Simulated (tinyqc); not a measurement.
# Undoped symmetric double-gate MOSFET, analytic potential model: effects of single changes

An undoped body of thickness ts between two equal insulators and tied gates; long channel, electrons only, n = ni exp((psi - V)/Vt) with V the quasi-Fermi potential (0 at the source, Vd at the drain), constant mobility, no quantisation. Across the body psi(x) = V - 2 Vt ln[(ts/(2 beta)) sqrt(q ni/(2 eps0 eps_r Vt)) cos(2 beta x/ts)], x from the centre. Q is the electron charge per area of the whole body.

Inputs (values chosen for the exercise); material values those of a made-up semiconductor:
- T = 300 K (temperature)
- Eg = 1.21 eV (band gap)
- eps_r = 13.3 (relative permittivity of the semiconductor)
- Nc = 2.75e19 cm^-3 (conduction-band density of states at T)
- Nv = 2.39e19 cm^-3 (valence-band density of states at T)
- eox = 24.2 (relative permittivity of the gate insulator)
- tox = 8.6 nm (insulator thickness)
- ts = 12 nm (body thickness)
- dphi = 0.13 V (gate work function less that of the intrinsic body)
- mu = 250 cm^2/(V s) (channel mobility)
- L = 0.2 um (gate length)
- Vd = 1 V (drain voltage)

Constants: q = 1.602176634e-19 C, kB = 1.380649e-23 J/K, Vt = kB T/q, eps0 = 8.8541878128e-14 F/cm where lengths are in cm. Results are converted to the units shown.

Each table varies one quantity; the others keep the values above.

## Transfer curve and volume inversion

ni = sqrt(Nc Nv) exp(-Eg/(2 Vt)), Eg in volts; r = eps_r tox/(eox ts); V0 = dphi + 2 Vt ln[(2/ts) sqrt(2 eps0 eps_r Vt/(q ni))]. beta (between 0 and pi/2) solves (Vg - V0 - V)/(2 Vt) = ln(beta) - ln(cos beta) + 2 r beta tan(beta). Q = 8 eps0 eps_r Vt beta tan(beta)/ts; I = mu (1/L)(4 eps0 eps_r/ts)(2 Vt)^2 [g(beta_s) - g(beta_d)] per width, g = beta tan(beta) - beta^2/2 + r beta^2 tan^2(beta), with beta_s at V = 0 and beta_d at V = Vd. The drop is psi(surface) - psi(centre) at the source end; C = dQs/dVg, Cg = 2 eps0 eox/tox; gm = dI/dVg.

Transfer curve and volume inversion:
```
Vg (V)  Qs (nC/cm^2)  drop (mV)       C/Cg  I (uA/um)  gm/I (1/V)
0.35       0.0016789  2.1386e-4  1.3033e-5  5.4255e-5      38.681
0.46         0.11814   0.015047  9.1588e-4  0.0038202      38.657
0.57          7.6597    0.96956   0.054840    0.25796      37.116
0.69          159.51     17.930    0.47128     9.4528      21.093
0.8           484.60     43.939    0.68527     52.412      11.557
0.91          891.17     65.624    0.78726     146.36      7.6110
1.02          1339.5     82.505    0.84357     299.37      5.5930
1.14          1855.8     97.016    0.88037     538.74      4.3059
1.25          2344.8     107.84    0.90227     827.40      3.5424
```

What does the comparison show?

The current rises from 5.43e-5 to 827 uA/um. In the first row gm/I is 38.7 1/V, within 0.01 % of 1/Vt: with no depletion charge the whole body follows the gate, and the swing is ideal. The drop between surface and centre goes from 2.1e-4 to 108 mV and passes Vt at Vg = 0.8 V among the rows; below that the density varies across the body by less than a factor of e (volume inversion). C reaches 0.90 of Cg in the last row. For Vg = 0.91 to 1.25 V the surface density at the source passes 0.3 Nc, where Boltzmann statistics fail. For Vg = 0.91 to 1.25 V mu V/L, with V the smaller of Vd and Vg - V0, passes 3e6 cm/s, so velocity saturation would lower the current.

## Output curve

Same model as above.

In this table Vg = 1.58 V.

Output curve:
```
Vd (V)  Qd (nC/cm^2)      Qd/Qs  I (uA/um)
0.19            2981     0.7720      812.3
0.35            2255     0.5839       1336
0.51            1552     0.4019       1716
0.67           891.2     0.2308       1959
0.83           322.8    0.08358       2078
1              10.88   0.002819       2105
1.16         0.02517   6.517e-6       2106
1.32        5.165e-5   1.338e-8       2106
1.48        1.060e-7  2.744e-11       2106
```

The current rises from 812 to 2110 uA/um, while the charge at the drain end falls from 0.77 to 2.7e-11 of that at the source. The current first comes within 1 % of its last value at Vd = 1 V among the rows. Over the last rows Qd falls by a factor of e for each Vt of drain voltage: the drain end is in weak inversion. In every row the surface density at the source passes 0.3 Nc, where Boltzmann statistics fail. For Vd = 0.35 to 1.48 V mu V/L, with V the smaller of Vd and Vg - V0, passes 3e6 cm/s, so velocity saturation would lower the current.

## Effect of the gate work function less that of the intrinsic body

Q = 8 eps0 eps_r Vt beta tan(beta)/ts; I = mu (1/L)(4 eps0 eps_r/ts)(2 Vt)^2 [g(beta_s) - g(beta_d)] per width, g = beta tan(beta) - beta^2/2 + r beta^2 tan^2(beta), with beta_s at V = 0 and beta_d at V = Vd.  I(low) is taken at Vg = 0.4 V, Qs and I(high) at Vg = 1.15 V.

Effect of the gate work function less that of the intrinsic body:
```
dphi (V)   V0 (V)  I(low) (nA/um)  Qs(high) (nC/cm^2)  I(high) (uA/um)
-0.02     0.50253          121.72              2570.5           980.99
0.03      0.55253          17.906              2344.8           827.40
0.08      0.60253          2.5953              2121.0           687.85
0.13      0.65253         0.37530              1899.7           562.22
0.18      0.70253        0.054255              1681.3           450.32
0.23      0.75253       0.0078430              1466.4           351.97
0.28      0.80253       0.0011338              1255.8           266.93
```

What does the table show?

As dphi goes from -0.02 to 0.28 V, I(low) falls from 122 to 0.00113 nA/um and I(high) falls from 981 to 267 uA/um. V0 rises from 0.503 to 0.803 V. In every row the surface density at the source at the higher gate voltage passes 0.3 Nc, where Boltzmann statistics fail. In every row mu V/L at the higher gate voltage, with V the smaller of Vd and Vg - V0, passes 3e6 cm/s, so velocity saturation would lower the current.

Computed by the program tinyqc: `OMP_NUM_THREADS=1 python tinyqc.py 2440114 2440115 out.jsonl`, one thread of a shared Intel Xeon 2.30GHz, about 0.02 s for the whole run.
